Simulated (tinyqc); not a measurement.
From results back to parameters: recursion (Haydock) method for the local density of states: impurity site of a square lattice. Three cases, with inputs chosen for the exercise.

Problem. A local density has moments mu1 = a0, mu2 = a0^2 + b1^2 and, for a1 = a2 = 0, mu4 = a0^4 + 3 a0^2 b1^2 + b1^4 + b1^2 b2^2; b1^2 = (number of neighbours) t^2. The moments come from a hidden site.

Case 1.

Values chosen: t = 1.29 eV (hopping).

mu1, mu2, mu4 (eV^n): 1.60000  9.21640  157.36699

Case 2.

Values chosen: t = 1.48 eV (hopping).

mu1, mu2, mu4 (eV^n): -8.50000  81.01160  7291.86198

Case 3.

Values chosen: t = 0.98 eV (hopping).

mu1, mu2, mu4 (eV^n): 5.40000  33.00160  1219.57402

Find: a0, b1, b2; neighbours.

Solution. Take the moments in turn: mu1 gives a0, mu2 gives b1, mu4 gives b2.

Case 1.

a0, b1, b2 (eV): 1.600  2.580  2.885

neighbours = 4

Case 2.

a0, b1, b2 (eV): -8.500  2.960  3.309

neighbours = 4

Case 3.

a0, b1, b2 (eV): 5.400  1.960  2.191

neighbours = 4

Computed by tinyqc, one run a case: `OMP_NUM_THREADS=1 python tinyqc.py N N+1 out.jsonl` with N = 1450849, 1451523, 1451983; one thread of a shared Intel(R) Xeon(R) Processor @ 2.30GHz, about 0.01 s a run at most.
